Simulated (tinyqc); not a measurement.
Worked calculation: plane-wave Kohn-Sham cycle with exchange-only LDA in a layered model solid. One step of it, computed by the program tinyqc.

Task: Iteration 1: levels at that k. Diagonalise the Hermitian matrix.

H (hartree), order -3, -2, -1, +0, +1, +2, +3:
$$\begin{pmatrix}
1.448250 & -0.155000 & 0.000000 & 0.000000 & 0.000000 & 0.000000 & 0.000000 \\
-0.155000 & 0.517946 & -0.155000 & 0.000000 & 0.000000 & 0.000000 & 0.000000 \\
0.000000 & -0.155000 & -0.040237 & -0.155000 & 0.000000 & 0.000000 & 0.000000 \\
0.000000 & 0.000000 & -0.155000 & -0.226298 & -0.155000 & 0.000000 & 0.000000 \\
0.000000 & 0.000000 & 0.000000 & -0.155000 & -0.040237 & -0.155000 & 0.000000 \\
0.000000 & 0.000000 & 0.000000 & 0.000000 & -0.155000 & 0.517946 & -0.155000 \\
0.000000 & 0.000000 & 0.000000 & 0.000000 & 0.000000 & -0.155000 & 1.448250
\end{pmatrix}$$

Give: eigenvalues.

Result:

eigenvalues (hartree): [-0.3800, -0.0814, 0.0677, 0.5336, 0.5381, 1.4738, 1.4738]
